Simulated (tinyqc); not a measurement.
# Thin film between two gates, subbands and threshold shift from confinement: confinement against the film thickness

Undoped body with a flat potential across it, hard walls, transport along x. Three valley pairs (g = 2 each) with the longitudinal mass along x, y or z. Non-parabolicity enters the subband edges through E (1 + al E) = gamma, so E = 2 gamma/(1 + sqrt(1 + 4 al gamma)); motion within a subband is taken as parabolic with the band-edge mass. Energies are counted from the bulk band edge.

gamma = C (pi k/(t + dl))^2/mz, C = hbar^2/(2 m0). Each subband has N_k = g sqrt(mx my) m0 kB T/(pi hbar^2); without degeneracy n = exp(EF/Vt) sum N_k exp(-E_k/Vt). Classical value Nc times t, Nc = sum over valleys of 2 g (m m0 kB T/(2 pi hbar^2))^1.5 with m = (mx my mz)^(1/3). Threshold shift dVT = Vt ln(classical value/sum N_k exp(-E_k/Vt)). With degeneracy n = sum N_k F((EF - E_k)/Vt), F(x) = ln(1 + exp(x)); gate: Vg = EF + q n/(Cg P), P = 2 (both faces), summed over the 60 lowest subbands at most, with Vg counted from the value that would put EF at the bulk band edge of an empty body. The last two columns are for Vg = 0.7 V; sensitivity d(dVT)/dt by central differences between 0.99 and 1.01 times the value.

Values chosen for this exercise; masses close to those of silicon:

| symbol | value | unit | meaning |
|---|---|---|---|
| T | 200 | K | temperature |
| ml | 0.912 | m0 | longitudinal mass |
| mt | 0.189 | m0 | transverse mass |
| al | 0.5 | 1/eV | non-parabolicity |
| dl | 0 | nm | widening of the box by penetration into the insulator |
| Cg | 3.6 | uF/cm^2 | gate capacitance per area of interface |

Constants: q = 1.602176634e-19 C, kB = 1.380649e-23 J/K, hbar = 1.054571817e-34 J s, m0 = 9.1093837015e-31 kg, Vt = kB T/q, hbar^2/(2 m0) = 0.0380998212 eV nm^2. Results are converted to the units shown.

Result of one run:
```
E_1 (meV)	gap to the next edge (meV)	dVT (mV)	sensitivity (mV/nm)	n/P (cm^-2)	share of the lowest subband (%)
1.831	5.473	6.756	-0.5625	1.524e13	12.75
```

Which film thickness (along z) t gave this result: 2.7, 6.3, 8.4, 15 or 20 nm?

t = 15 nm.

The whole series:
```
t (nm)	E_1 (meV)	gap to the next edge (meV)	dVT (mV)	sensitivity (mV/nm)	n/P (cm^-2)	share of the lowest subband (%)
2	98.25	252.5	99.69	-85.26	1.053e13	99.99
2.7	55.04	150.1	61.65	-33.36	1.145e13	93.40
3.6	31.32	88.73	42.68	-12.99	1.270e13	64.42
4.7	18.49	53.57	32.54	-7.096	1.362e13	43.76
6.3	10.33	30.39	22.92	-5.043	1.428e13	30.39
8.4	5.826	17.28	14.97	-2.685	1.469e13	22.60
11	3.402	10.14	10.13	-1.268	1.497e13	17.40
15	1.831	5.473	6.756	-0.5625	1.524e13	12.75
20	1.030	3.084	4.767	-0.2819	1.545e13	9.530
```

As t grows from 2 to 20 nm, E_1 falls from 98.3 to 1.03 meV and dVT falls from 99.7 to 4.77 mV. E_1 goes as t^(-1.93) at the thin end (-2 for a parabolic band without penetration); a thickness error of 0.2 nm moves the threshold by 17 mV in the first row and 0.056 mV in the last. The charge per interface area rises from 1.05e13 to 1.54e13 cm^-2. For t = 2, 2.7 the body is too thin for bulk effective masses to be reliable. In every row the charge in the last two columns would bend the potential across the body noticeably, which is left out.

Numbers from tinyqc (`OMP_NUM_THREADS=1 python tinyqc.py 2350009 2350010 out.jsonl`; about 0.06 s on one thread of a shared Intel Xeon 2.30GHz).
